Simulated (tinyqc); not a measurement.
# Epitaxial growth on a vicinal surface: Burton-Cabrera-Frank step flow, step-edge barrier and island nucleation, step by step

A worked calculation. Computed by tinyqc, a small Python program that keeps every step. Command: `OMP_NUM_THREADS=1 python tinyqc.py 3014887 3014888 out.jsonl stepflow walk`. One thread of a shared host (Intel(R) Xeon(R) Processor @ 2.30GHz), about 0.01 s of CPU time with the checks. Intermediate numbers are printed to about 6 digits and carried at full precision; extremes and crossings named in words are read from the listed rows.

Adatoms land at rate F, hop on a square grid (a simplification for hexagonal faces), desorb, or join steps. Lengths are in units of a and n is the adatom coverage. Steps ascend at x = 0 and descend at x = l.

Inputs (values chosen for the exercise, close to those used for Si(001)):

| quantity | value | unit |
|---|---|---|
| site spacing a | 3.84 | angstrom |
| step height h | 1.36 | angstrom |
| diffusion barrier E_d | 0.755 | eV |
| desorption energy E_a | 2.99 | eV |
| adatom formation energy E_f | 1.38 | eV |
| step-edge barrier E_s | 0.12 | eV |
| attempt frequency nu | 5 | THz |
| deposition rate F | 0.019 | layers/s |
| miscut angle | 0.1 | degrees |
| temperature T | 590 | C |
| critical nucleus size i | 3 | - |
| binding energy of the critical nucleus E_i | 0.32 | eV |

Constants: k_B = 8.617333262e-05 eV/K.

## Scales

D = nu exp(-E_d/(k_B T)) (a^2/s, nu counted per direction); tau = exp(E_a/(k_B T))/nu; x_s = sqrt(D tau); n_eq = exp(-E_f/(k_B T)); terrace width l = h/(a tan(miscut)); Schwoebel length l_s = exp(E_s/(k_B T)) - 1. Temperatures in kelvin are T(C) + 273.15.

D = 1.95281e+08 a^2/s

lifetime tau = 57425.4 s

diffusion length x_s = 3.34875e+06 a

equilibrium coverage n_eq = 8.75845e-09

terrace width l = 202.922 a

Schwoebel length l_s = 4.01948 a

l/x_s = 6.06e-5: nearly every adatom reaches a step.

## Terrace solution

D n'' - n/tau + F = 0 with n(0) = n_eq and -l_s n'(l) = n(l) - n_eq. With u = n - F tau, A = n_eq - F tau, y = l/x_s, s = l_s/x_s: u = A cosh(x/x_s) + B sinh(x/x_s), B = A (1 - cosh y - s sinh y)/(sinh y + s cosh y). Flux into the ascending step J+ = D B/x_s, over the descending one J- = -(D/x_s)(A sinh y + B cosh y); step velocity J+ + J-; growth rate (J+ + J-)/l. For small y: J+ + J- = (F - n_eq/tau) l, J-/J+ = l/(l + 2 l_s). The coverage peaks where n' = 0, tanh(x/x_s) = -B/A.

J+ = 1.96521 atoms per step site and s

J- = 1.89032 atoms per step site and s

growth rate = 0.0190000 layers/s

peak coverage = 5.29200e-07

position of the peak = 103.432 a

3.7e-8 % of the flux desorbs; even closely spaced steps lose n_eq/tau, 8.0e-10 % of F. The ascending step takes 51.0 %: the barrier makes an uphill current, which evens out terrace widths but makes steps meander and favours mounds on wide terraces.

## Step flow or islands

Island density on a flat surface without desorption: N = 0.25 (F/D)^(i/(i+2)) exp(E_i/((i+2) k_B T)) per site, with E_i = 0 for i = 1; spacing l_n = N^(-1/2). Step flow needs an effective width l_eff = 2 x(peak) below l_n.

island density N on a flat surface = 5.81407e-07 per site

island spacing l_n = 1311.47 a

ratio l_eff/l_n = 0.157734

Steps capture adatoms before they meet: step flow. Caution: the prefactor 0.25 and the criterion are estimates, good to a factor of about two in length.

## Growth mode over temperature

x(peak) solves tanh(x/x_s) = -B/A. Rows where evaporation outweighs deposition are left out.

Scales:

| T (C) | x_s (a) | l_s (a) | incorporated share | l_n (a) | l_eff/l_n |
|---|---|---|---|---|---|
| 390 | 3.10976e+08 | 7.16527 | 1.00000 | 459.79 | 0.456391 |
| 440 | 7.89386e+07 | 6.04744 | 1.00000 | 631.39 | 0.330693 |
| 490 | 2.39815e+07 | 5.20112 | 1.00000 | 831.73 | 0.250073 |
| 540 | 8.43514e+06 | 4.54296 | 1.00000 | 1059.14 | 0.195788 |
| 590 | 3.34875e+06 | 4.01948 | 1.00000 | 1311.47 | 0.157734 |
| 640 | 1.47099e+06 | 3.59509 | 1.00000 | 1586.37 | 0.130143 |
| 690 | 7.03769e+05 | 3.24533 | 1.00000 | 1881.34 | 0.109558 |
| 740 | 3.62121e+05 | 2.95297 | 1.00000 | 2193.92 | 0.093820 |
| 790 | 1.98344e+05 | 2.70553 | 1.00000 | 2521.72 | 0.081529 |

The ratio stays below 1: step flow in every row. Incorporation goes from 100.0 % to 100.0 %.

Checks made by the program: growth rate against F minus desorption, from a numerical solution (relative difference below 1e-10).
